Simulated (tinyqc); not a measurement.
Resistance of a source-drain extension with a graded tip: two steps of the calculation.

y runs along the channel, the gate covers y > 0. The doping is N0 for y < y0 and N0 10^(-(y - y0)/la) beyond, uniform over the depth xj. Sheet conductance s(y) = q mu(N) max(N - Nch, 0) xj + (for y > 0) ma Cox Vo, with mu(N) = u0 + (u1 - u0)/(1 + (N/Nr)^au) and Cox = eps0 eox/tox. Current is taken as one-dimensional; depletion of the tip, spreading and the contact are left out. The metallurgical junction lies at yj, where N = Nch.

Values chosen for this exercise; mobility law close to that of electrons in silicon: relative permittivity of the gate insulator (close to silicon nitride) eox = 7.65; insulator thickness tox = 3.1 nm; active doping of the extension far from the gate N0 = 7.2e19 cm^-3; lateral abruptness la = 1.8 nm/decade; position under the gate where the fall begins (gate edge at 0) y0 = 0.6 nm; depth of the extension xj = 28 nm; channel doping Nch = 2.2e18 cm^-3; gate overdrive Vo = 0.78 V; mobility of the gate-induced layer ma = 100 cm^2/(V s); mobility at low doping u1 = 1414 cm^2/(V s); mobility at high doping u0 = 68.5 cm^2/(V s); reference doping Nr = 9.2e16 cm^-3; exponent au = 0.711; gate length Lg = 90 nm.

Constants: q = 1.602176634e-19 C, eps0 = 8.8541878128e-14 F/cm where lengths are in cm. Results are converted to the units shown.

Question 1. Sheet resistances and junction position. yj = y0 + la log10(N0/Nch); sheet resistance of the full extension 1/[q mu(N0)(N0 - Nch) xj] and of the gate-induced layer 1/(ma Cox Vo); metallurgical length Lg - 2 yj; ye is where the doped and the gate-induced conductances are equal.

Find: yj; sheet resistance of the extension; sheet resistance of the induced layer; metallurgical length; ye; N at ye.

Answer 1.

yj = 3.327 nm
sheet resistance of the extension = 398.3 ohm/square
sheet resistance of the induced layer = 5868 ohm/square
metallurgical length = 83.35 nm
ye = 2.712 nm
N at ye = 4.830e18 cm^-3

The gate takes over 0.615 nm before the junction, where N is still 2.20 times the channel doping.

Question 2. Resistance of the overlapped part. Midpoint rule on 8 equal steps from 0 to yj: R_ov = sum h/s(y), per width.

Give: y; N; doped conductance; sheet resistance; R_ov.

Answer 2.

```
point,y (nm),N (cm^-3),doped conductance (uS),sheet resistance (ohm/square)
0,0.2079,7.200e19,2511,372.9
1,0.6238,6.984e19,2441,382.9
2,1.040,4.103e19,1496,600.2
3,1.455,2.410e19,920.6,916.6
4,1.871,1.416e19,563.1,1363
5,2.287,8.318e18,332.3,1989
6,2.703,4.886e18,173.4,2909
7,3.119,2.870e18,52.86,4479
```

R_ov = 5.411 ohm um

tinyqc, about 0.04 s, one thread, Intel Xeon 2.30GHz (shared host): `OMP_NUM_THREADS=1 python tinyqc.py 2282225 2282226 out.jsonl`
